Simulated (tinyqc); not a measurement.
# Changing the pressure p_A

Model: microkinetic model of a Langmuir-Hinshelwood surface reaction A + (1/2) B2 = AB with Bronsted-Evans-Polanyi barriers. Computed by tinyqc, a small Python program. Command: `OMP_NUM_THREADS=1 python tinyqc.py 3014137 3014138 out.jsonl microkin sweep`. One thread of a shared host (Intel(R) Xeon(R) Processor @ 2.30GHz), about 0.01 s of CPU time with the checks.

A adsorbs in equilibrium; B2 dissociates irreversibly on two free sites; adsorbed A and B react irreversibly and AB leaves at once. theta_A + theta_B + theta_* = 1.

Inputs (values chosen for the exercise, for a model catalyst):
```
quantity,value,unit
"adsorption energy of A, E_A",-1.37,eV
"adsorption energy per B atom, E_B",-0.731,eV
"entropy loss of A, S_A",1.8,meV/K
"entropy loss of B2, S_B",1.7,meV/K
slope a1 of the dissociation barrier,0.67,-
intercept b1,1.3,eV
slope a2 of the reaction barrier,0.4,-
intercept b2,0.29,eV
pressure p_B,0.044,bar
temperature T,800,K
```

Constants: k_B = 8.617333262e-05 eV/K; hbar = 6.582119569e-16 eV s.

Method:
- K_A = exp(-(E_A + T S_A)/(k_B T)) per bar; barriers E1 = max(b1 + a1 2 E_B, 0), E2 = b2 - a2 (E_A + E_B); k1 = (k_B T/h) exp(-S_B/k_B) exp(-E1/(k_B T)) per bar, k2 = (k_B T/h) exp(-E2/(k_B T)), h = 2 pi hbar.
- theta_A = K_A p_A theta_*; 2 k1 p_B theta_*^2 = k2 theta_A theta_B, so theta_B = w theta_* with w = 2 k1 p_B/(k2 K_A p_A); theta_* = 1/(1 + K_A p_A + w); rate r = k2 theta_A theta_B.
- From r = 2 k1 p_B theta_*^2: order in p_B and degree of control of step 1 = 1 - 2 theta_B; control of step 2 = 2 theta_B; order in p_A = 2 (theta_B - theta_A). Apparent energy = (E1 + k_B T)(1 - 2 theta_B) + (E2 + k_B T) 2 theta_B + E_A x order in p_A.

One run for each value:
```
pressure p_A (bar),rate r (1/s per site),theta_A,theta_B,order in p_A
1.00e-05,0.44,3.886e-07,8.927e-01,1.785
5.00e-05,5.35,6.798e-06,6.247e-01,1.249
3.00e-04,23.29,8.507e-05,2.171e-01,0.434
1.00e-03,32.38,3.343e-04,7.680e-02,0.153
8.00e-03,37.02,2.860e-03,1.027e-02,0.015
4.00e-02,36.79,1.425e-02,2.047e-03,-0.024
2.00e-01,33.03,6.753e-02,3.878e-04,-0.134
1.00e+00,20.48,2.659e-01,6.109e-05,-0.532
6.00e+00,3.77,6.849e-01,4.371e-06,-1.370
3.00e+01,0.27,9.157e-01,2.337e-07,-1.831
```

What does the table show?

Over the rows, rate r (1/s per site) goes from 0.437 through a maximum among these rows, 37.0 at 0.00800, to 0.270; theta_A rises from 3.89e-7 to 0.916 (exponent d ln y / d ln x 1.8 between the first rows and 0.18 between the last); theta_B falls from 0.893 to 2.34e-7 (exponent d ln y / d ln x -0.22 between the first rows and -1.8 between the last).

Caution (rows 1.00e-5, 5.00e-5, 3.00e-4): B is close to or above its equilibrium coverage with B2 gas, so leaving out the desorption of B2 is not justified.

Extremes, crossings and ranges named in words are read from the listed rows.
